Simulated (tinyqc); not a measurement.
Gas flow in a process chamber: flow regimes, conductance, effective pumping speed, pump-down, outgassing and purge: one step, computed by the program tinyqc.

Ideal gas, isothermal flow, a pump of constant speed at the end of a round pipe; process gas, volume gas and outgassing are given the same properties. 1 sccm = 101325 Pa x 1e-6 m^3/60 s x T/273.15 K.

Problem. Purging a well-mixed chamber. With steady flow a contaminant decays as exp(-t/residence time); gas used = flow x time.

Inputs (values chosen for the exercise, modelled on oxygen near room temperature): temperature T = 300 K; process gas flow = 15 sccm.

residence time = 0.05203316 s

Give: time to dilute 1e3 times; time to dilute 1e6 times; gas used for 1e6.

Solution.

time to dilute 1e3 times = 0.3594 s

time to dilute 1e6 times = 0.7189 s

gas used for 1e6 = 0.1797 standard cm^3
